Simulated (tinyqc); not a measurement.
MOS inversion layer, Poisson-Schroedinger loop: effect of the sheet density of electrons.

Electrons confined at an insulator interface at z = 0, treated as a hard wall; parabolic valleys, Hartree approximation, no image or exchange terms. The depletion charge lies far deeper than the electrons and gives a uniform field q Nd/(eps0 eps_r); the gate balances all charge. Energies are counted from the band edge at the interface.

Schroedinger equation -(C/mz) psi'' + (V0 + U) psi = E psi, C = hbar^2/(2 m0), psi(0) = 0, on a uniform mesh of 800 nodes with a far wall at 22 nm, 8 levels a set; V0 = q Nd z/(eps0 eps_r); dU/dz = q (Ns - integral of n from 0 to z)/(eps0 eps_r), U(0) = 0; N_k = g md m0 q Vt/(pi hbar^2) ln(1 + exp((EF - E_k)/Vt)), g the number of valleys of the set, sum N_k = Ns. Triangular well: E_k = a_k (C F^2/mz)^(1/3), a_1 = 2.338107, a_2 = 4.087949, C = hbar^2/(2 m0), F in eV/nm. Fang-Howard (all electrons in the lowest level of set A): b^3 = 6 (mz1/C) q (Nd + 11 Ns/32)/(eps0 eps_r), centroid 3/b, level C b^2/(4 mz1) + (3/b) q (Nd + 11 Ns/16)/(eps0 eps_r). The centroid adds 3.9 z_av/eps_r to an oxide-equivalent thickness. Shares under 0.0001 % are printed as 0.

Parameters, values chosen for the exercise; masses and permittivity close to those of 4H silicon carbide (0001): temperature T = 400 K; relative permittivity eps_r = 9.7; mass along z of valley set A (3 valley(s)) mz1 = 0.324 m0; in-plane density-of-states mass of set A md1 = 0.414 m0; sheet density of depletion charge Nd = 1e12 cm^-2.

Constants: q = 1.602176634e-19 C, kB = 1.380649e-23 J/K, hbar = 1.054571817e-34 J s, m0 = 9.1093837015e-31 kg, Vt = kB T/q, eps0 = 8.8541878128e-14 F/cm where lengths are in cm, hbar^2/(2 m0) = 0.0380998212 eV nm^2. Results are converted to the units shown.

Result of one run:

| A1 (meV) | A2 (meV) | EF (meV) | share of A1 (%) | share of A2 (%) | centroid z_av (nm) | added oxide equivalent (nm) | Fang-Howard centroid (nm) |
|---|---|---|---|---|---|---|---|
| 98.4 | 163 | -34.5 | 83.0 | 12.8 | 3.19 | 1.28 | 2.91 |

Which sheet density of electrons Ns gave this result: 1e11, 4.5e11, 2.1e12 or 4.4e12 cm^-2?

Ns = 4.5e11 cm^-2.

The whole series:

| Ns (cm^-2) | A1 (meV) | A2 (meV) | EF (meV) | share of A1 (%) | share of A2 (%) | centroid z_av (nm) | added oxide equivalent (nm) | Fang-Howard centroid (nm) |
|---|---|---|---|---|---|---|---|---|
| 1e11 | 84.7 | 146 | -101 | 81.6 | 13.8 | 3.35 | 1.35 | 3.02 |
| 2.1e11 | 89.1 | 151 | -70.7 | 82.1 | 13.5 | 3.30 | 1.33 | 2.98 |
| 4.5e11 | 98.4 | 163 | -34.5 | 83.0 | 12.8 | 3.19 | 1.28 | 2.91 |
| 9.7e11 | 117 | 186 | 12.0 | 84.7 | 11.7 | 3.00 | 1.21 | 2.77 |
| 2.1e12 | 154 | 231 | 77.5 | 87.4 | 9.75 | 2.70 | 1.09 | 2.54 |
| 4.4e12 | 218 | 309 | 170 | 90.7 | 7.34 | 2.33 | 0.936 | 2.24 |
| 9.4e12 | 333 | 444 | 318 | 94.1 | 4.77 | 1.91 | 0.770 | 1.89 |
| 2e13 | 527 | 670 | 550 | 96.7 | 2.72 | 1.53 | 0.615 | 1.53 |

As Ns goes from 1e11 to 2e13, A1 rises from 84.7 to 527 meV, the share of A1 rises from 81.6 to 96.7 % and the centroid falls from 3.35 to 1.53 nm. A1 goes as Ns^(0.61) between the last two rows (a triangular well in the field of that charge alone gives 2/3). EF lies more than 2 meV above A1 for Ns = 2e13. The Fang-Howard centroid is 10 % below the full one in the first row, where A1 holds 81.6 %, and 0.29 % above it in the last, where A1 holds 96.7 %.

Numbers from tinyqc (`OMP_NUM_THREADS=1 python tinyqc.py 2160097 2160098 out.jsonl`; about 0.5 s on one thread of a shared Intel Xeon 2.30GHz).
